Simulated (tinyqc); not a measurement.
Worked calculation (part 1 of 2): ROHF in the 6-31g basis, for H3, spin multiplicity 2. Computed by tinyqc, a small Python program that keeps every step (integrals from PySCF). Settings: charge = 0, multiplicity = 2, basis = 6-31g, energy threshold = 1e-08, iteration cap = 83, orthogonalisation = canonical, start = Wolfsberg-Helmholz matrix, DIIS depth = 3, method = ROHF. Command: `OMP_NUM_THREADS=1 python tinyqc.py 30488 30489 out.jsonl` (the two numbers bound the seeds that draw the settings). One thread of a shared host (Intel(R) Xeon(R) Processor @ 2.60GHz), about 0.06 s of CPU time with the checks. Later iterations appear only in the table of the cycle.

## One-electron integrals

Geometry (angstrom):
```
atom         x         y          z
H     0.000000  0.000000   0.000000
H     0.000000  0.000000   0.911000
H     0.000000  0.948000  -0.296000
```

Basis 6-31g: exponents (1/bohr^2) and contraction coefficients of normalised primitives:
```
element  l (shell)   exponent  coefficient
H            s (1)  18.731137     0.033495
H            s (1)   2.825394     0.234727
H            s (1)   0.640122     0.813757
H            s (2)   0.161278     1.000000
```

Overlap, kinetic and nuclear-attraction integrals over the contracted functions; the nuclear repulsion is the sum of Za Zb / Rab.

nuclear repulsion = 1.45849947 hartree

overlap S, order 1H 1s, 1H 2s, 2H 1s, 2H 2s, 3H 1s, 3H 2s:
```
[[1.000000, 0.658292, 0.314796, 0.445908, 0.257745, 0.414370],
 [0.658292, 1.000000, 0.445908, 0.787423, 0.414370, 0.752746],
 [0.314796, 0.445908, 1.000000, 0.658292, 0.048151, 0.218168],
 [0.445908, 0.787423, 0.658292, 1.000000, 0.218168, 0.507468],
 [0.257745, 0.414370, 0.048151, 0.218168, 1.000000, 0.658292],
 [0.414370, 0.752746, 0.218168, 0.507468, 0.658292, 1.000000]]
```

kinetic energy T (hartree), order 1H 1s, 1H 2s, 2H 1s, 2H 2s, 3H 1s, 3H 2s:
```
[[1.395678, 0.259735, 0.080521, 0.129967, 0.031600, 0.112751],
 [0.259735, 0.241917, 0.129967, 0.160141, 0.112751, 0.147621],
 [0.080521, 0.129967, 1.395678, 0.259735, -0.044304, 0.022550],
 [0.129967, 0.160141, 0.259735, 0.241917, 0.022550, 0.067249],
 [0.031600, 0.112751, -0.044304, 0.022550, 1.395678, 0.259735],
 [0.112751, 0.147621, 0.022550, 0.067249, 0.259735, 0.241917]]
```

nuclear attraction V (hartree), order 1H 1s, 1H 2s, 2H 1s, 2H 2s, 3H 1s, 3H 2s:
```
[[-2.763737, -1.460064, -0.789581, -1.002567, -0.625580, -0.926207],
 [-1.460064, -1.587519, -0.949160, -1.255889, -0.864614, -1.197201],
 [-0.789581, -0.949160, -2.576635, -1.341677, -0.108051, -0.465235],
 [-1.002567, -1.255889, -1.341677, -1.462817, -0.456367, -0.818414],
 [-0.625580, -0.864614, -0.108051, -0.456367, -2.529911, -1.314547],
 [-0.926207, -1.197201, -0.465235, -0.818414, -1.314547, -1.441457]]
```

core Hamiltonian H = T + V (hartree), order 1H 1s, 1H 2s, 2H 1s, 2H 2s, 3H 1s, 3H 2s:
```
[[-1.368058, -1.200329, -0.709060, -0.872599, -0.593980, -0.813456],
 [-1.200329, -1.345603, -0.819192, -1.095749, -0.751863, -1.049580],
 [-0.709060, -0.819192, -1.180956, -1.081942, -0.152354, -0.442684],
 [-0.872599, -1.095749, -1.081942, -1.220901, -0.433817, -0.751165],
 [-0.593980, -0.751863, -0.152354, -0.433817, -1.134233, -1.054812],
 [-0.813456, -1.049580, -0.442684, -0.751165, -1.054812, -1.199541]]
```

## Two-electron integrals

Functions are numbered as in S; the eight-fold symmetry (ij|kl) = (ji|kl) = (kl|ij) leaves the list below.

Two-electron integrals (ij|kl) in chemists' order, unique and non-zero (hartree):
```
(11|11) 1.076566   (21|11) 0.578470   (21|21) 0.329423   (22|11) 0.587396
(22|21) 0.361304   (22|22) 0.453150   (31|11) 0.264469   (31|21) 0.152860
(31|22) 0.170720   (31|31) 0.093373   (32|11) 0.274224   (32|21) 0.169211
(32|22) 0.210952   (32|31) 0.110689   (32|32) 0.150066   (33|11) 0.563314
(33|21) 0.356727   (33|22) 0.461521   (33|31) 0.264469   (33|32) 0.383163
(33|33) 1.076566   (41|11) 0.383163   (41|21) 0.219331   (41|22) 0.242532
(41|31) 0.110689   (41|32) 0.125754   (41|33) 0.274224   (41|41) 0.150066
(42|11) 0.433256   (42|21) 0.268647   (42|22) 0.343104   (42|31) 0.143040
(42|32) 0.187918   (42|33) 0.433256   (42|41) 0.187918   (42|42) 0.280969
(43|11) 0.356727   (43|21) 0.224640   (43|22) 0.291823   (43|31) 0.152860
(43|32) 0.219331   (43|33) 0.578470   (43|41) 0.169211   (43|42) 0.268647
(43|43) 0.329423   (44|11) 0.461521   (44|21) 0.291823   (44|22) 0.390228
(44|31) 0.170720   (44|32) 0.242532   (44|33) 0.587396   (44|41) 0.210952
(44|42) 0.343104   (44|43) 0.361304   (44|44) 0.453150   (51|11) 0.209581
(51|21) 0.122081   (51|22) 0.138014   (51|31) 0.051596   (51|32) 0.057270
(51|33) 0.116722   (51|41) 0.079209   (51|42) 0.098769   (51|43) 0.075551
(51|44) 0.104279   (51|51) 0.061949   (52|11) 0.242198   (52|21) 0.150692
(52|22) 0.191077   (52|31) 0.063470   (52|32) 0.075826   (52|33) 0.157120
(52|41) 0.097861   (52|42) 0.136387   (52|43) 0.102414   (52|44) 0.146558
(52|51) 0.083062   (52|52) 0.129423   (53|11) 0.035990   (53|21) 0.021480
(53|22) 0.025069   (53|31) 0.011636   (53|32) 0.013897   (53|33) 0.030931
(53|41) 0.015114   (53|42) 0.020175   (53|43) 0.018971   (53|44) 0.023348
(53|51) 0.009745   (53|52) 0.013058   (53|53) 0.002082   (54|11) 0.130696
(54|21) 0.080970   (54|22) 0.101823   (54|31) 0.036113   (54|32) 0.043564
(54|33) 0.091356   (54|41) 0.053682   (54|42) 0.075188   (54|43) 0.059117
(54|44) 0.082610   (54|51) 0.043622   (54|52) 0.066847   (54|53) 0.007428
(54|54) 0.035510   (55|11) 0.522729   (55|21) 0.334375   (55|22) 0.443540
(55|31) 0.136940   (55|32) 0.166896   (55|33) 0.344624   (55|41) 0.215732
(55|42) 0.312429   (55|43) 0.226382   (55|44) 0.333333   (55|51) 0.209581
(55|52) 0.354572   (55|53) 0.030931   (55|54) 0.180019   (55|55) 1.076566
(61|11) 0.354572   (61|21) 0.203160   (61|22) 0.224993   (61|31) 0.091747
(61|32) 0.101667   (61|33) 0.212460   (61|41) 0.134151   (61|42) 0.165241
(61|43) 0.134788   (61|44) 0.178080   (61|51) 0.083062   (61|52) 0.105485
(61|53) 0.014211   (61|54) 0.056312   (61|55) 0.242198   (61|61) 0.129423
(62|11) 0.409266   (62|21) 0.254134   (62|22) 0.325625   (62|31) 0.115417
(62|32) 0.142335   (62|33) 0.306564   (62|41) 0.168516   (62|42) 0.241086
(62|43) 0.196137   (62|44) 0.270178   (62|51) 0.111769   (62|52) 0.166170
(62|53) 0.019503   (62|54) 0.087422   (62|55) 0.409266   (62|61) 0.166170
(62|62) 0.256767   (63|11) 0.137267   (63|21) 0.084341   (63|22) 0.104325
(63|31) 0.053814   (63|32) 0.071792   (63|33) 0.180019   (63|41) 0.062232
(63|42) 0.091713   (63|43) 0.103998   (63|44) 0.116703   (63|51) 0.030628
(63|52) 0.040994   (63|53) 0.007428   (63|54) 0.023675   (63|55) 0.091356
(63|61) 0.051998   (63|62) 0.073353   (63|63) 0.035510   (64|11) 0.269951
(64|21) 0.168059   (64|22) 0.216611   (64|31) 0.085536   (64|32) 0.110856
(64|33) 0.249840   (64|41) 0.115943   (64|42) 0.172857   (64|43) 0.156904
(64|44) 0.206407   (64|51) 0.070743   (64|52) 0.103615   (64|53) 0.013983
(64|54) 0.056752   (64|55) 0.249840   (64|61) 0.108388   (64|62) 0.166446
(64|63) 0.056752   (64|64) 0.116697   (65|11) 0.334375   (65|21) 0.212410
(65|22) 0.281563   (65|31) 0.088952   (65|32) 0.108870   (65|33) 0.226382
(65|41) 0.137846   (65|42) 0.200330   (65|43) 0.148273   (65|44) 0.216384
(65|51) 0.122081   (65|52) 0.203160   (65|53) 0.018971   (65|54) 0.103998
(65|55) 0.578470   (65|61) 0.150692   (65|62) 0.254134   (65|63) 0.059117
(65|64) 0.156904   (65|65) 0.329423   (66|11) 0.443540   (66|21) 0.281563
(66|22) 0.380190   (66|31) 0.124194   (66|32) 0.156240   (66|33) 0.333333
(66|41) 0.185346   (66|42) 0.277565   (66|43) 0.216384   (66|44) 0.310478
(66|51) 0.138014   (66|52) 0.224993   (66|53) 0.023348   (66|54) 0.116703
(66|55) 0.587396   (66|61) 0.191077   (66|62) 0.325625   (66|63) 0.082610
(66|64) 0.206407   (66|65) 0.361304   (66|66) 0.453150
```

## Orthogonalisation

S = U s U^T; canonical form X = U s^(-1/2), so that X^T S X = 1. Each column of U has its largest component positive (the first on a tie).

eigenvalues of S: [0.091797, 0.226103, 0.427410, 0.669516, 1.221535, 3.363638]

X, order 1H 1s, 1H 2s, 2H 1s, 2H 2s, 3H 1s, 3H 2s:
```
[[-0.763929, 0.012981, 0.546382, 1.000842, -0.050952, 0.207610],
 [2.536402, -0.076185, -0.548471, 0.165796, -0.008590, 0.278589],
 [0.367511, 0.737923, 0.806696, -0.476330, -0.521210, 0.174644],
 [-1.476283, -1.204949, -0.498941, -0.261494, -0.304939, 0.247406],
 [0.277967, -0.803136, 0.796103, -0.363665, 0.569586, 0.164784],
 [-1.218575, 1.332413, -0.454796, -0.192152, 0.356225, 0.240249]]
```

## Starting guess

The start is the generalised Wolfsberg-Helmholz matrix (K = 1.75) built on H; D(s) = C_occ C_occ^T for each spin.

D(alpha) at the start, order 1H 1s, 1H 2s, 2H 1s, 2H 2s, 3H 1s, 3H 2s:
```
[[0.090974, 0.101969, 0.058029, 0.077150, 0.005845, 0.043266],
 [0.101969, 0.117334, 0.037204, 0.071470, 0.037538, 0.070455],
 [0.058029, 0.037204, 0.291787, 0.186535, -0.279858, -0.173380],
 [0.077150, 0.071470, 0.186535, 0.139446, -0.147898, -0.071637],
 [0.005845, 0.037538, -0.279858, -0.147898, 0.316034, 0.226488],
 [0.043266, 0.070455, -0.173380, -0.071637, 0.226488, 0.179119]]
```

D(beta) at the start, order 1H 1s, 1H 2s, 2H 1s, 2H 2s, 3H 1s, 3H 2s:
```
[[0.089619, 0.102465, 0.038718, 0.066058, 0.026290, 0.057172],
 [0.102465, 0.117152, 0.044268, 0.075527, 0.030058, 0.065368],
 [0.038718, 0.044268, 0.016728, 0.028539, 0.011358, 0.024700],
 [0.066058, 0.075527, 0.028539, 0.048692, 0.019378, 0.042142],
 [0.026290, 0.030058, 0.011358, 0.019378, 0.007712, 0.016772],
 [0.057172, 0.065368, 0.024700, 0.042142, 0.016772, 0.036473]]
```

## Iteration 1: building the Fock matrix

J_ij = sum D_kl (ij|kl) with D = D(alpha) + D(beta), K_ij = sum D_kl (ik|jl) for each spin; F = H + J - K(s); E = tr D H + tr D J / 2 - 0.5 sum_s tr D(s) K(s) + E_nn.

Coulomb J (hartree), order 1H 1s, 1H 2s, 2H 1s, 2H 2s, 3H 1s, 3H 2s:
```
[[1.862202, 1.127436, 0.579102, 0.773610, 0.468825, 0.717903],
 [1.127436, 1.386600, 0.730648, 1.091329, 0.671828, 1.043164],
 [0.579102, 0.730648, 1.706717, 1.031176, 0.086792, 0.362913],
 [0.773610, 1.091329, 1.031176, 1.285057, 0.358741, 0.711710],
 [0.468825, 0.671828, 0.086792, 0.358741, 1.681922, 1.017222],
 [0.717903, 1.043164, 0.362913, 0.711710, 1.017222, 1.273371]]
```

exchange K(alpha) (hartree), order 1H 1s, 1H 2s, 2H 1s, 2H 2s, 3H 1s, 3H 2s:
```
[[0.524537, 0.475481, 0.323913, 0.389667, 0.255620, 0.353144],
 [0.475481, 0.515192, 0.365906, 0.435085, 0.345085, 0.422232],
 [0.323913, 0.365906, 0.664780, 0.481919, -0.019158, 0.151803],
 [0.389667, 0.435085, 0.481919, 0.457256, 0.157199, 0.282440],
 [0.255620, 0.345085, -0.019158, 0.157199, 0.701971, 0.504062],
 [0.353144, 0.422232, 0.151803, 0.282440, 0.504062, 0.470084]]
```

exchange K(beta) (hartree), order 1H 1s, 1H 2s, 2H 1s, 2H 2s, 3H 1s, 3H 2s:
```
[[0.500100, 0.439627, 0.266337, 0.350611, 0.215766, 0.322516],
 [0.439627, 0.444006, 0.279447, 0.367404, 0.228965, 0.338058],
 [0.266337, 0.279447, 0.261072, 0.270232, 0.114999, 0.195305],
 [0.350611, 0.367404, 0.270232, 0.328984, 0.174417, 0.271803],
 [0.215766, 0.228965, 0.114999, 0.174417, 0.187654, 0.210874],
 [0.322516, 0.338058, 0.195305, 0.271803, 0.210874, 0.282942]]
```

F(alpha) (hartree), order 1H 1s, 1H 2s, 2H 1s, 2H 2s, 3H 1s, 3H 2s:
```
[[-0.030394, -0.548374, -0.453871, -0.488656, -0.380775, -0.448697],
 [-0.548374, -0.474195, -0.454450, -0.439504, -0.425121, -0.428649],
 [-0.453871, -0.454450, -0.139019, -0.532685, -0.046405, -0.231574],
 [-0.488656, -0.439504, -0.532685, -0.393100, -0.232275, -0.321894],
 [-0.380775, -0.425121, -0.046405, -0.232275, -0.154282, -0.541652],
 [-0.448697, -0.428649, -0.231574, -0.321894, -0.541652, -0.396255]]
```

F(beta) (hartree), order 1H 1s, 1H 2s, 2H 1s, 2H 2s, 3H 1s, 3H 2s:
```
[[-0.005957, -0.512521, -0.396295, -0.449600, -0.340921, -0.418068],
 [-0.512521, -0.403009, -0.367991, -0.371823, -0.309001, -0.344474],
 [-0.396295, -0.367991, 0.264689, -0.320998, -0.180562, -0.275077],
 [-0.449600, -0.371823, -0.320998, -0.264828, -0.249493, -0.311258],
 [-0.340921, -0.309001, -0.180562, -0.249493, 0.360035, -0.248464],
 [-0.418068, -0.344474, -0.275077, -0.311258, -0.248464, -0.209112]]
```

total energy of this density = -1.45989480 hartree

## Iteration 1: Roothaan effective Fock matrix

With projectors Pc = D(beta) S, Po = (D(alpha) - D(beta)) S, Pv = 1 - D(alpha) S, the block xy is Px^T F Py; with Fc = (F(alpha) + F(beta))/2, the blocks are Fc for cc, oo, vv and cv, F(beta) for co and F(alpha) for ov.

effective F (hartree), order 1H 1s, 1H 2s, 2H 1s, 2H 2s, 3H 1s, 3H 2s:
```
[[-0.018620, -0.530451, -0.430247, -0.471549, -0.354716, -0.430342],
 [-0.530451, -0.437983, -0.416867, -0.409241, -0.360853, -0.381230],
 [-0.430247, -0.416867, 0.053646, -0.422706, -0.098077, -0.266094],
 [-0.471549, -0.409241, -0.422706, -0.321666, -0.242940, -0.330551],
 [-0.354716, -0.360853, -0.098077, -0.242940, 0.079642, -0.384152],
 [-0.430342, -0.381230, -0.266094, -0.330551, -0.384152, -0.277955]]
```

## Iteration 1: diagonalisation and new density

Diagonalise F' = X^T F X, C = X C', fill 2 alpha and 1 beta electrons from the bottom; D(s) = C_occ C_occ^T. Each column has its largest component positive (the first on a tie).

F' = X^T F X (hartree):
```
[[0.736788, 0.014261, 0.063251, -0.502764, 0.004534, 0.009508],
 [0.014261, 0.880648, -0.020875, -0.013907, -0.243142, -0.000227],
 [0.063251, -0.020875, 0.912088, -0.092333, -0.003821, -0.092483],
 [-0.502764, -0.013907, -0.092333, 0.712524, 0.001741, -0.082541],
 [0.004534, -0.243142, -0.003821, 0.001741, -0.003631, 0.026836],
 [0.009508, -0.000227, -0.092483, -0.082541, 0.026836, -0.610094]]
```

orbital energies (hartree): [-0.623042, -0.065128, 0.224683, 0.877615, 0.951048, 1.263147]

coefficients C, order 1H 1s, 1H 2s, 2H 1s, 2H 2s, 3H 1s, 3H 2s:
```
[[0.302532, -0.019117, 0.178901, -0.834416, -0.232865, -1.027277],
 [0.298194, -0.048256, 1.857538, 1.065741, 0.242541, 1.452173],
 [0.215910, -0.305797, -0.077221, -0.829977, 0.565062, 0.839734],
 [0.191130, -0.576680, -1.250765, 0.543789, -0.922893, -1.010887],
 [0.171573, 0.365863, -0.056064, -0.258017, -1.097163, 0.634926],
 [0.151587, 0.692909, -1.006175, -0.209252, 1.234440, -0.778144]]
```

D(alpha) after iteration 1, order 1H 1s, 1H 2s, 2H 1s, 2H 2s, 3H 1s, 3H 2s:
```
[[0.091891, 0.091136, 0.071166, 0.068848, 0.044912, 0.032613],
 [0.091136, 0.091248, 0.079140, 0.084822, 0.033507, 0.011765],
 [0.071166, 0.079140, 0.140129, 0.217614, -0.074835, -0.179161],
 [0.068848, 0.084822, 0.217614, 0.369090, -0.178193, -0.370614],
 [0.044912, 0.033507, -0.074835, -0.178193, 0.163293, 0.279518],
 [0.032613, 0.011765, -0.179161, -0.370614, 0.279518, 0.503101]]
```

D(beta) after iteration 1, order 1H 1s, 1H 2s, 2H 1s, 2H 2s, 3H 1s, 3H 2s:
```
[[0.091526, 0.090213, 0.065320, 0.057823, 0.051906, 0.045860],
 [0.090213, 0.088920, 0.064383, 0.056994, 0.051162, 0.045202],
 [0.065320, 0.064383, 0.046617, 0.041267, 0.037044, 0.032729],
 [0.057823, 0.056994, 0.041267, 0.036531, 0.032793, 0.028973],
 [0.051906, 0.051162, 0.037044, 0.032793, 0.029437, 0.026008],
 [0.045860, 0.045202, 0.032729, 0.028973, 0.026008, 0.022979]]
```

## Iteration 2: building the Fock matrix

As before.

Coulomb J (hartree), order 1H 1s, 1H 2s, 2H 1s, 2H 2s, 3H 1s, 3H 2s:
```
[[1.817961, 1.101693, 0.567148, 0.756823, 0.458101, 0.701771],
 [1.101693, 1.360878, 0.718116, 1.074093, 0.658988, 1.026213],
 [0.567148, 0.718116, 1.674462, 1.015625, 0.085034, 0.356399],
 [0.756823, 1.074093, 1.015625, 1.270893, 0.351755, 0.700600],
 [0.458101, 0.658988, 0.085034, 0.351755, 1.645492, 1.000495],
 [0.701771, 1.026213, 0.356399, 0.700600, 1.000495, 1.259987]]
```

exchange K(alpha) (hartree), order 1H 1s, 1H 2s, 2H 1s, 2H 2s, 3H 1s, 3H 2s:
```
[[0.511192, 0.461500, 0.326774, 0.382384, 0.263203, 0.346336],
 [0.461500, 0.500796, 0.370255, 0.430318, 0.344732, 0.415747],
 [0.326774, 0.370255, 0.599758, 0.478726, 0.026252, 0.162813],
 [0.382384, 0.430318, 0.478726, 0.468423, 0.163030, 0.271342],
 [0.263203, 0.344732, 0.026252, 0.163030, 0.637648, 0.502656],
 [0.346336, 0.415747, 0.162813, 0.271342, 0.502656, 0.487615]]
```

exchange K(beta) (hartree), order 1H 1s, 1H 2s, 2H 1s, 2H 2s, 3H 1s, 3H 2s:
```
[[0.491765, 0.430582, 0.286186, 0.349414, 0.230848, 0.319318],
 [0.430582, 0.431995, 0.301134, 0.364238, 0.245778, 0.332736],
 [0.286186, 0.301134, 0.315058, 0.298446, 0.132045, 0.210302],
 [0.349414, 0.364238, 0.298446, 0.332794, 0.188268, 0.271062],
 [0.230848, 0.245778, 0.132045, 0.188268, 0.228111, 0.231641],
 [0.319318, 0.332736, 0.210302, 0.271062, 0.231641, 0.282561]]
```

F(alpha) (hartree), order 1H 1s, 1H 2s, 2H 1s, 2H 2s, 3H 1s, 3H 2s:
```
[[-0.061289, -0.560136, -0.468685, -0.498160, -0.399081, -0.458021],
 [-0.560136, -0.485521, -0.471331, -0.451974, -0.437608, -0.439114],
 [-0.468685, -0.471331, -0.106253, -0.545043, -0.093573, -0.249098],
 [-0.498160, -0.451974, -0.545043, -0.418431, -0.245092, -0.321906],
 [-0.399081, -0.437608, -0.093573, -0.245092, -0.126390, -0.556972],
 [-0.458021, -0.439114, -0.249098, -0.321906, -0.556972, -0.427169]]
```

F(beta) (hartree), order 1H 1s, 1H 2s, 2H 1s, 2H 2s, 3H 1s, 3H 2s:
```
[[-0.041863, -0.529218, -0.428097, -0.465190, -0.366726, -0.431003],
 [-0.529218, -0.416720, -0.402211, -0.385894, -0.338654, -0.356104],
 [-0.428097, -0.402211, 0.178448, -0.364763, -0.199366, -0.296588],
 [-0.465190, -0.385894, -0.364763, -0.282801, -0.270329, -0.321626],
 [-0.366726, -0.338654, -0.199366, -0.270329, 0.283148, -0.285957],
 [-0.431003, -0.356104, -0.296588, -0.321626, -0.285957, -0.222114]]
```

total energy of this density = -1.56015471 hartree

## Iteration 2: Roothaan effective Fock matrix

As before.

effective F (hartree), order 1H 1s, 1H 2s, 2H 1s, 2H 2s, 3H 1s, 3H 2s:
```
[[-0.052287, -0.544657, -0.457289, -0.487793, -0.372259, -0.436745],
 [-0.544657, -0.450508, -0.443951, -0.424416, -0.379380, -0.389751],
 [-0.457289, -0.443951, 0.015029, -0.462765, -0.123226, -0.273765],
 [-0.487793, -0.424416, -0.462765, -0.350982, -0.249796, -0.329598],
 [-0.372259, -0.379380, -0.123226, -0.249796, 0.052960, -0.418233],
 [-0.436745, -0.389751, -0.273765, -0.329598, -0.418233, -0.302848]]
```

## Iteration 2: DIIS over 2 matrices

error matrix X^T (FDS - SDF) X:
```
[[0.000000, -0.000290, 0.001384, -0.000035, 0.000231, 0.003193],
 [0.000290, 0.000000, -0.000767, -0.000293, -0.026653, 0.005663],
 [-0.001384, 0.000767, 0.000000, -0.006077, 0.004317, -0.067550],
 [0.000035, 0.000293, 0.006077, 0.000000, 0.001979, 0.017726],
 [-0.000231, 0.026653, -0.004317, -0.001979, 0.000000, 0.006488],
 [-0.003193, -0.005663, 0.067550, -0.017726, -0.006488, 0.000000]]
```

B (overlaps of the stored error matrices):
```
[[2.8998690e-01, 5.2435374e-02],
 [5.2435374e-02, 1.1468459e-02]]
```

Minimise |sum c_i e_i|^2 with sum c_i = 1: solve [B -1; -1 0][c; lambda] = [0; -1] with B_ij = tr e_i^T e_j, and take F = sum c_i F_i.

DIIS coefficients: [-0.208393, 1.208393]

extrapolated F (hartree), order 1H 1s, 1H 2s, 2H 1s, 2H 2s, 3H 1s, 3H 2s:
```
[[-0.059303, -0.547617, -0.462925, -0.491178, -0.375915, -0.438079],
 [-0.547617, -0.453119, -0.449596, -0.427579, -0.383242, -0.391526],
 [-0.462925, -0.449596, 0.006982, -0.471113, -0.128467, -0.275364],
 [-0.491178, -0.427579, -0.471113, -0.357091, -0.251224, -0.329399],
 [-0.375915, -0.383242, -0.128467, -0.251224, 0.047399, -0.425335],
 [-0.438079, -0.391526, -0.275364, -0.329399, -0.425335, -0.308036]]
```
